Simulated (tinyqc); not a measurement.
Ellipsoidal valleys in the axes of a wafer and a channel, step by step. Values are carried at full precision from step to step, so a last printed digit may differ when a step is redone from the rounded ones.

Valleys with axes a along [111], [1-1-1], [-11-1] and [-1-11], one whole valley each; inverse mass tensor w = 1/mt + (1/ml - 1/mt) a a. Device axes: z = nz/|nz|, x = nx/|nx|, y = z cross x; in them a = (ax, ay, az). Confinement mass mz = 1/w_zz. In the plane w_ij is replaced by u_ij = w_ij - w_iz w_jz/w_zz (i, j = x, y); density-of-states mass md = 1/sqrt(det u); conductivity mass along x mc = 1/u_xx; ballistic transport mass mx = u_yy/det u, width mass my = 1/u_yy.

Constants: hbar^2/2m0 = 3.80998211 eV angstrom^2; kB = 8.617333262e-05 eV/K.

Inputs chosen for the exercise (near those of the L valleys of GaAs; not measured data): ml = 1.973 m0 (longitudinal mass); mt = 0.077 m0 (transverse mass); nz = (1, 1, 0) (surface normal (confinement)); nx = (0, 0, 1) (channel direction); t = 4.7 nm (thickness of the film); T = 300 K (temperature).

## Device axes and valley axes

Give the rows x, y, z in cubic components and each valley axis in device components.

device axes:
```
    [100]    [010]   [001]
x  0.0000   0.0000  1.0000
y  0.7071  -0.7071  0.0000
z  0.7071   0.7071  0.0000
```

valley axes:
```
               ax        ay        az
[111]     0.57735   0.00000   0.81650
[1-1-1]  -0.57735   0.81650   0.00000
[-11-1]  -0.57735  -0.81650   0.00000
[-1-11]   0.57735   0.00000  -0.81650
```

## Tensors of the valley [111]

Form w and the reduced tensor u.

w (1/m0):
```
         x        y        z
x   8.8270   0.0000  -5.8832
y   0.0000  12.9870   0.0000
z  -5.8832   0.0000   4.6669
```

u (1/m0):
```
        x        y
x  1.4104   0.0000
y  0.0000  12.9870
```

The axis is tilted against the normal, so w_xz or w_yz is not zero and the reduction changes the masses in the plane.

## Masses of all valleys

Give mz, md, mc, mx and my.

Masses (m0):

| valley | mz | md | mc | mx | my |
|---|---|---|---|---|---|
| [111] | 0.2143 | 0.2337 | 0.7090 | 0.7090 | 0.0770 |
| [1-1-1] | 0.0770 | 0.3898 | 0.1133 | 0.7090 | 0.2143 |
| [-11-1] | 0.0770 | 0.3898 | 0.1133 | 0.7090 | 0.2143 |
| [-1-11] | 0.2143 | 0.2337 | 0.7090 | 0.7090 | 0.0770 |

mz md^2 = ml mt^2 = 0.01170 for every valley, so a heavy confinement mass comes with a small density of states. The heaviest mz is 0.214, for [111] and [-1-11].

## Subbands and shares in a film

Hard walls: E_n = c (n pi/t)^2/mz, c = hbar^2/2m0, n = 1, 2, 3. Non-degenerate share of a valley proportional to md sum_n exp(-E_n/kT); mean 1/mc = sum of share/mc. 1 nm = 10 angstrom.

Give the ladders, the shares and the mean conductivity mass.

Subbands:

| valley | E1 (meV) | E2 (meV) | E3 (meV) | share |
|---|---|---|---|---|
| [111] | 79.4 | 317.8 | 715.0 | 0.497 |
| [1-1-1] | 221.1 | 884.3 | 1989.7 | 0.003 |
| [-11-1] | 221.1 | 884.3 | 1989.7 | 0.003 |
| [-1-11] | 79.4 | 317.8 | 715.0 | 0.497 |

mean mc = 0.6841 m0

The lowest ladder ([111] and [-1-11]) holds 99 % of the electrons in these valleys, the next starts 142 meV higher.

## Checks

- mz md^2 against ml mt^2: they agree to 1e-10 or better.
- mx my against md^2: they agree to 1e-10 or better.

Program tinyqc; command `OMP_NUM_THREADS=1 python tinyqc.py 1880195 1880196 out.jsonl`; about 0.01 s on one thread of a shared Intel(R) Xeon(R) Processor @ 2.30GHz.
